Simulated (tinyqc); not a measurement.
Worked calculation: mobility of a non-polar semiconductor in the relaxation-time approximation. Computed by tinyqc, a small Python program that keeps every step. Command: `OMP_NUM_THREADS=1 python tinyqc.py 3011378 3011379 out.jsonl rta walk`. One thread of a shared host (Intel(R) Xeon(R) Processor @ 2.30GHz), about 0.01 s of CPU time with the checks. Intermediate numbers are printed to about 6 digits and carried at full precision; extremes and crossings named in words are read from the listed rows.

Each valley is treated as a sphere of mass m_d for states and rates, with one isotropic relaxation time; the conductivity mass m_c sets the current.

Inputs (values chosen for the exercise, modelled on electrons in germanium):

| quantity | value | unit |
|---|---|---|
| longitudinal mass m_l | 1.58 | m_0 |
| transverse mass m_t | 0.0809 | m_0 |
| equivalent valleys Z | 4 | - |
| non-parabolicity alpha | 0.65 | 1/eV |
| static permittivity eps_s | 16 | - |
| density rho | 5323 | kg/m^3 |
| sound velocity v_l | 5220 | m/s |
| acoustic deformation potential D_A | 11 | eV |
| phonon energy hbar w | 30.8 | meV |
| optical or intervalley deformation potential D_o | 4.3 | 1e8 eV/cm |
| final valleys Z_f | 3 | - |
| carrier density n | 1.7e+14 | 1/cm^3 |
| compensation ratio C | 0 | - |
| temperature T | 250 | K |

Band: Kane. Impurity formula: Conwell-Weisskopf. Further scattering: none.

Constants: k_B = 8.617333262e-05 eV/K; m_0 = 9.1093837015e-31 kg; e = 1.602176634e-19 C; hbar = 1.054571817e-34 J s; eps_0 = 8.8541878128e-12 F/m; k_B = 1.380649e-23 J/K; hbar = 6.582119569e-16 eV s.

## Masses

m_d = (m_l m_t^2)^(1/3); 1/m_c = (1/m_l + 2/m_t)/3; Hall mass factor A = 3 K_m (K_m + 2)/(2 K_m + 1)^2, K_m = m_l/m_t; N_I = n (1 + C)/(1 - C).

density-of-states mass m_d = 0.217864 m_0

conductivity mass m_c = 0.118321 m_0

Hall mass factor A = 0.786041

ionised impurity density N_I = 1.70e+14 1/cm^3

## Fermi level and screening

Kane band: hbar^2 k^2/(2 m) = E (1 + alpha E), speed v = hbar k/(m (1 + 2 alpha E)), states per spin, volume and energy g(E) = m k (1 + 2 alpha E)/(2 pi^2 hbar^2); overlap factors are set to 1. Here m = m_d. Masses are multiplied by m_0 and all formulas are in SI units. The reduced Fermi level eta = E_F/(k_B T) solves n = 2 Z int g f dE with f = 1/(1 + exp(x - eta)) (Z = 1 unless valleys are given); screening length L_s = sqrt(eps_s eps_0 k_B T/(e^2 dn/deta)), dn/deta = 2 Z int g f (1 - f) dE. Integrals over x = E/(k_B T) use 160 Gauss-Legendre points in u = sqrt(x) from 0 to sqrt(max(eta, 0) + 32).

reduced Fermi level eta = -10.7811

screening length L_s = 334.744 nm

The gas is non-degenerate (eta < -2), and L_s is close to the Debye length.

## Rates at a few energies

Phonon occupation N_q = 1/(exp(hbar w/(k_B T)) - 1). Acoustic deformation potential (elastic, equipartition, absorption and emission together): 1/tau = 2 pi k_B T D_A^2 g(E)/(hbar rho v_l^2). Optical or intervalley deformation potential: 1/tau = (pi Z_f D_o^2/(rho w)) [N_q g(E + hbar w) + (N_q + 1) g(E - hbar w)], with g = 0 below the band edge. Each optical term is multiplied by (1 - f(E'))/(1 - f(E)), E' the final energy, for Pauli blocking. Singly charged impurities, momentum relaxation: 1/tau = N_I e^4 m (1 + 2 alpha E) Phi/(8 pi (eps_s eps_0)^2 hbar^3 k^3), with alpha = 0 for a parabolic band. Conwell-Weisskopf: Phi = ln(1 + y^2), y = 4 pi eps_s eps_0 E N_I^(-1/3)/e^2 (largest impact parameter N_I^(-1/3)/2).

Rates (1e12/s) at E = (max(eta, 0) + 0.5, 1, 2, 4) k_B T:

| E (meV) | acoustic | optical | ionised impurity |
|---|---|---|---|
| 10.7717 | 1.00544 | 0.26613 | 0.0151661 |
| 21.5433 | 1.44654 | 0.30362 | 0.0065915 |
| 43.0867 | 2.11591 | 0.94981 | 0.0027767 |
| 86.1733 | 3.19370 | 1.81001 | 0.0011473 |

## Mobility for each process alone

mu = (m_d/m_c) (2 Z e/(3 n k_B T)) int g v^2 tau f (1 - f) dE. Averages over x are split at the emission threshold x_0 = hbar w/(k_B T): 64 Gauss-Legendre points in sqrt(x) below it and 128 in sqrt(x - x_0) above it, up to x = max(eta, 0) + 32.

acoustic mobility = 7022.84 cm^2/(V s)

optical mobility = 21839.4 cm^2/(V s)

ionised impurity mobility = 7.06253e+06 cm^2/(V s)

## All processes together

Rates are added at each energy before the average. With <y> = int g v^2 y f (1 - f) dE: Hall factor r_H = A (3 n k_B T/(2 Z m_d)) <tau^2/(1 + 2 alpha E)>/<tau>^2 (alpha = 0 for a parabolic band); Hall mobility r_H mu; |S| = (k_B/e) (<x tau>/<tau> - eta); resistivity 1/(n e mu).

drift mobility mu = 5128.39 cm^2/(V s)

Hall factor r_H = 1.03078

Hall mobility = 5286.24 cm^2/(V s)

Seebeck coefficient |S| = 1086.38 microvolt/K

resistivity = 7.15912 ohm cm

Taking r_H = 1 in a Hall measurement would give a density 0.970 times the true one.

## Matthiessen's rule against the full average

Matthiessen's rule adds 1/mu of the separate processes.

Separate mobilities:

| process | mu (cm^2/(V s)) | share of the sum of 1/mu (%) |
|---|---|---|
| acoustic | 7.02284e+03 | 7.56108e+01 |
| optical | 2.18394e+04 | 2.43140e+01 |
| ionised impurity | 7.06253e+06 | 7.51858e-02 |

mobility by Matthiessen's rule = 5310.02 cm^2/(V s)

excess of Matthiessen's rule over the full mu = 3.54177 %

The rule gives 5310 against the full 5128, 3.5 % too high; it can only overestimate, since each separate average is carried by the energies where that process is weak. The largest shares are acoustic (76 %) and optical (24 %).

Checks made by the program: the sum rule (2 Z/(3 k_B T)) int g v^2 (1 + 2 alpha E) f (1 - f) dE = n/m_d (relative difference 2e-10).
